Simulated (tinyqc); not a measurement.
Inside a calculation. Method: extended Hueckel theory, for H4-. The parameters take no account of the charge, which enters only through the electron count, and nothing here shows that the anion is bound. One step of it, computed by the program tinyqc.

Question. Mulliken analysis. P = C n C^T; charge = valence electrons (H 1) minus the sum of (P S)_ii on the atom; overlap population = 2 sum P_ij S_ij between two atoms.

coefficients, order 1H 1s, 2H 1s, 3H 1s, 4H 1s:
```
[[0.315448, 0.512388, 0.770049, -0.705033],
 [0.412949, 0.352415, -0.588233, 1.025072],
 [0.412949, -0.352415, -0.588233, -1.025072],
 [0.315448, -0.512388, 0.770049, 0.705033]]
```

occupations: [2.000000, 2.000000, 1.000000, 0.000000]

overlap S, order 1H 1s, 2H 1s, 3H 1s, 4H 1s:
```
[[1.000000, 0.544588, 0.091758, 0.018584],
 [0.544588, 1.000000, 0.365519, 0.091758],
 [0.091758, 0.365519, 1.000000, 0.544588],
 [0.018584, 0.091758, 0.544588, 1.000000]]
```

Give: charges; Overlap populations.

Answer.

charges: [-0.3631, -0.1369, -0.1369, -0.3631]

Overlap populations:
```
pair      value
2-1    0.183750
3-1   -0.101592
3-2    0.320691
4-1    0.009921
4-2   -0.101592
4-3    0.183750
```
